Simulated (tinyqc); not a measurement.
Off-state leakage of single and stacked transistors: one step of the calculation.

n-channel devices of unit width. Subthreshold current I(Vg, Vs, Vd) = I0 (T/300 K)^0.5 exp[(Vg - Vs - VT(T) - gb (Vs - Vb) + dd (Vd - Vs))/(nf Vt)] (1 - exp(-(Vd - Vs)/Vt)), VT(T) = VT - cT (T - 300 K). Gate-edge tunnelling Ig (Vd/1 V) exp(ag (Vd - 1 V)), for a gate at 0 V, and band-to-band leakage Ab u exp(-Bb/u), u = Vd - Vb + 1 V, flow at a drain held at V; both are taken as independent of T. In a stack of off transistors (all gates at 0 V) the same subthreshold current passes through each.

Task. Leakage of one transistor. Vg = Vs = 0, Vd = V; effective threshold VT(T) - gb Vb - dd V.

Parameters, values chosen for the exercise; values of the order met in bulk silicon logic transistors: temperature T = 398 K; supply voltage V = 0.8 V; threshold at 300 K, zero drain and body bias VT = 0.41 V; fall of the threshold with temperature cT = 0.6 mV/K; current at threshold at 300 K I0 = 0.11 uA/um; slope factor nf = 1.34; drain-induced lowering per volt dd = 0.13; rise of the threshold per volt of source-body bias gb = 0.09; gate-edge tunnelling current at 1 V Ig = 4e-5 uA/um; exponential slope of the gate current ag = 4 1/V; prefactor of band-to-band leakage at the drain Ab = 1 uA/(um V); its exponential voltage Bb = 27 V; body voltage Vb = 0 V.

Constants: q = 1.602176634e-19 C, kB = 1.380649e-23 J/K, Vt = kB T/q. Results are converted to the units shown.

Wanted: effective threshold; parts; total; shares.

Result.

effective threshold = 0.2472 V
parts (nA/um): subthreshold 0.5845, gate edge 0.01438, band-to-band 5.506e-4
total = 0.5994 nA/um
shares (%): subthreshold 97.51, gate edge 2.399, band-to-band 0.09186

The subthreshold part is the largest.

Computed by the program tinyqc: `OMP_NUM_THREADS=1 python tinyqc.py 2242198 2242199 out.jsonl`, one thread of a shared Intel Xeon 2.30GHz, about 0.04 s for the whole run.
